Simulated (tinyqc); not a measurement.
Inside a calculation. Method: plane-wave Kohn-Sham cycle with exchange-only LDA in a layered model solid. Computed by tinyqc, a small Python program that keeps every step. Settings: points = 16, plane-wave index or count = 3, electrons = 2, k points = 4, area = 9.0, mixing = 0.8, iteration cap = 63. Command: `OMP_NUM_THREADS=1 python tinyqc.py 25323 25324 out.jsonl` (the two numbers bound the seeds that draw the settings). One thread of a shared host (Intel(R) Xeon(R) Processor @ 2.60GHz), about 0.03 s of CPU time with the checks. Later iterations appear only in the table of the cycle.

## Iteration 1: potential

A solid whose potential varies along x alone (atomic units):
```
parameter                      value
period a                   13.800000
cross-section of the cell   9.000000
electrons per cell                 2
grid points                       16
plane waves -n..n, n               3
k points                           4
V1 in V1 cos(2 pi x/a)     -0.600000
V2 in V2 cos(4 pi x/a)     -0.280000
```

density at the start, on the grid x_j = j a/N (e/bohr^3): [0.0161031, 0.0161031, 0.0161031, 0.0161031, 0.0161031, 0.0161031, 0.0161031, 0.0161031, 0.0161031, 0.0161031, 0.0161031, 0.0161031, 0.0161031, 0.0161031, 0.0161031, 0.0161031]

V_H(G) = 4 pi rho(G)/G^2 for G != 0 (uniform background); v_x = -(3 rho/pi)^(1/3); V = V_ext + V_H + v_x; Fourier components f(G_m) = (1/N) sum_j f(x_j) exp(-i G_m x_j).

Potentials on the grid (hartree):
```
x            V_ext      V_H       v_x         V
0.00000   -0.88000  0.00000  -0.24867  -1.12867
0.86250   -0.75232  0.00000  -0.24867  -1.00099
1.72500   -0.42426  0.00000  -0.24867  -0.67294
2.58750   -0.03162  0.00000  -0.24867  -0.28029
3.45000    0.28000  0.00000  -0.24867   0.03133
4.31250    0.42760  0.00000  -0.24867   0.17893
5.17500    0.42426  0.00000  -0.24867   0.17559
6.03750    0.35634  0.00000  -0.24867   0.10767
6.90000    0.32000  0.00000  -0.24867   0.07133
7.76250    0.35634  0.00000  -0.24867   0.10767
8.62500    0.42426  0.00000  -0.24867   0.17559
9.48750    0.42760  0.00000  -0.24867   0.17893
10.35000   0.28000  0.00000  -0.24867   0.03133
11.21250  -0.03162  0.00000  -0.24867  -0.28029
12.07500  -0.42426  0.00000  -0.24867  -0.67294
12.93750  -0.75232  0.00000  -0.24867  -1.00099
```

V(G_m), m = 0, 1, 2, ... (hartree): [-0.24867, -0.30000, -0.14000, 0.00000, 0.00000, 0.00000, 0.00000]

## Iteration 1: Hamiltonian at one k

k = 0.12500 2 pi / a

H(m,m') = (k + G_m)^2/2 delta + V(G_m - G_m'), with V(-G) = V(G).

H (hartree), order -3, -2, -1, +0, +1, +2, +3:
$$\begin{pmatrix}
0.60806 & -0.30000 & -0.14000 & 0.00000 & 0.00000 & 0.00000 & 0.00000 \\
-0.30000 & 0.11572 & -0.30000 & -0.14000 & 0.00000 & 0.00000 & 0.00000 \\
-0.14000 & -0.30000 & -0.16931 & -0.30000 & -0.14000 & 0.00000 & 0.00000 \\
0.00000 & -0.14000 & -0.30000 & -0.24705 & -0.30000 & -0.14000 & 0.00000 \\
0.00000 & 0.00000 & -0.14000 & -0.30000 & -0.11749 & -0.30000 & -0.14000 \\
0.00000 & 0.00000 & 0.00000 & -0.14000 & -0.30000 & 0.21938 & -0.30000 \\
0.00000 & 0.00000 & 0.00000 & 0.00000 & -0.14000 & -0.30000 & 0.76354
\end{pmatrix}$$

## Iteration 1: levels at that k

Diagonalise the Hermitian matrix.

eigenvalues (hartree): [-0.84588, -0.31923, 0.07511, 0.24652, 0.36218, 0.75413, 0.90003]

## Iteration 1: new density

Motion across x is left out: the lowest 1 band(s) hold two electrons at each of the k points (j + 1/2)/nk - 1/2. Residual R = rho(out) - rho(in); rho(new) = rho(in) + 0.8 R. rho(out) = 2/(a A nk) sum |psi|^2 with psi = sum c exp(i G x). Harris energy E = band energy - dV sum rho (V_H/2 + v_x) + (3/4) dV sum rho v_x with rho(in), dV = a A/N, band energy = (2/nk) sum of the filled levels.

rho(out) (e/bohr^3): [0.0842445, 0.0610733, 0.0220620, 0.0033031, 0.0001635, 0.0000315, 0.0000493, 0.0000043, 0.0000304, 0.0000043, 0.0000493, 0.0000315, 0.0001635, 0.0033031, 0.0220620, 0.0610733]

density after iteration 1 (e/bohr^3): [0.0706162, 0.0520793, 0.0208702, 0.0058631, 0.0033514, 0.0032458, 0.0032600, 0.0032240, 0.0032449, 0.0032240, 0.0032600, 0.0032458, 0.0033514, 0.0058631, 0.0208702, 0.0520793]

energy per cell = -1.5662407 hartree

## Iteration 2: potential

As before.

Potentials on the grid (hartree):
```
x            V_ext       V_H       v_x         V
0.00000   -0.88000   1.73124  -0.40703   0.44421
0.86250   -0.75232   1.49218  -0.36774   0.37212
1.72500   -0.42426   0.92674  -0.27112   0.23136
2.58750   -0.03162   0.30238  -0.17757   0.09319
3.45000    0.28000  -0.23606  -0.14737  -0.10343
4.31250    0.42760  -0.65676  -0.14580  -0.37497
5.17500    0.42426  -0.95734  -0.14602  -0.67909
6.03750    0.35634  -1.13780  -0.14548  -0.92693
6.90000    0.32000  -1.19793  -0.14579  -1.02371
7.76250    0.35634  -1.13780  -0.14548  -0.92693
8.62500    0.42426  -0.95734  -0.14602  -0.67909
9.48750    0.42760  -0.65676  -0.14580  -0.37497
10.35000   0.28000  -0.23606  -0.14737  -0.10343
11.21250  -0.03162   0.30238  -0.17757   0.09319
12.07500  -0.42426   0.92674  -0.27112   0.23136
12.93750  -0.75232   1.49218  -0.36774   0.37212
```

V(G_m), m = 0, 1, 2, ... (hartree): [-0.20969, 0.34463, -0.04742, 0.01935, 0.00682, 0.00320, 0.00084]

## Iteration 2: Hamiltonian at one k

k = 0.12500 2 pi / a

As before.

H (hartree), order -3, -2, -1, +0, +1, +2, +3:
$$\begin{pmatrix}
0.64705 & 0.34463 & -0.04742 & 0.01935 & 0.00682 & 0.00320 & 0.00084 \\
0.34463 & 0.15471 & 0.34463 & -0.04742 & 0.01935 & 0.00682 & 0.00320 \\
-0.04742 & 0.34463 & -0.13033 & 0.34463 & -0.04742 & 0.01935 & 0.00682 \\
0.01935 & -0.04742 & 0.34463 & -0.20807 & 0.34463 & -0.04742 & 0.01935 \\
0.00682 & 0.01935 & -0.04742 & 0.34463 & -0.07851 & 0.34463 & -0.04742 \\
0.00320 & 0.00682 & 0.01935 & -0.04742 & 0.34463 & 0.25836 & 0.34463 \\
0.00084 & 0.00320 & 0.00682 & 0.01935 & -0.04742 & 0.34463 & 0.80252
\end{pmatrix}$$

## Iteration 2: levels at that k

As before.

eigenvalues (hartree): [-0.78169, -0.33717, 0.01852, 0.29181, 0.42821, 0.84202, 0.98405]

## Iteration 2: new density

As before.

rho(out) (e/bohr^3): [0.0000116, 0.0000032, 0.0000375, 0.0000587, 0.0004335, 0.0046985, 0.0239652, 0.0596519, 0.0799403, 0.0596519, 0.0239652, 0.0046985, 0.0004335, 0.0000587, 0.0000375, 0.0000032]

density after iteration 2 (e/bohr^3): [0.0141325, 0.0104184, 0.0042041, 0.0012195, 0.0010171, 0.0044079, 0.0198242, 0.0483663, 0.0646012, 0.0483663, 0.0198242, 0.0044079, 0.0010171, 0.0012195, 0.0042041, 0.0104184]

energy per cell = -2.5493797 hartree

## Convergence

Stop when sqrt(dV sum R^2) is below 1e-8, dV = a A/N.

Course of the cycle:
```
iteration  E (hartree)  norm of the residual
1           -1.5662407              2.98e-01
2           -2.5493797              4.36e-01
3           -3.8886489              4.05e-01
4           -2.0319622              4.05e-01
5           -3.9430750              4.06e-01
6           -2.0245934              4.05e-01
7           -3.9424450              4.05e-01
8           -2.0248944              4.05e-01
9           -3.9422959              4.05e-01
10          -2.0249327              4.05e-01
11          -3.9422842              4.05e-01
...                ...                   ...
53          -3.9422834              4.05e-01
54          -2.0249357              4.05e-01
55          -3.9422834              4.05e-01
56          -2.0249357              4.05e-01
57          -3.9422834              4.05e-01
58          -2.0249357              4.05e-01
59          -3.9422834              4.05e-01
60          -2.0249357              4.05e-01
61          -3.9422834              4.05e-01
62          -2.0249357              4.05e-01
63          -3.9422834              4.05e-01
```

Not converged within 63 iterations: the residual has stopped falling: the iteration swings between two states. Reruns (cap 100 unless said): mixing 0.1: not converged; mixing 0.5, Kerker q0 1.0: not converged; mixing 0.3, Pulay depth 5: not converged; the original settings with a cap of 400: not converged.
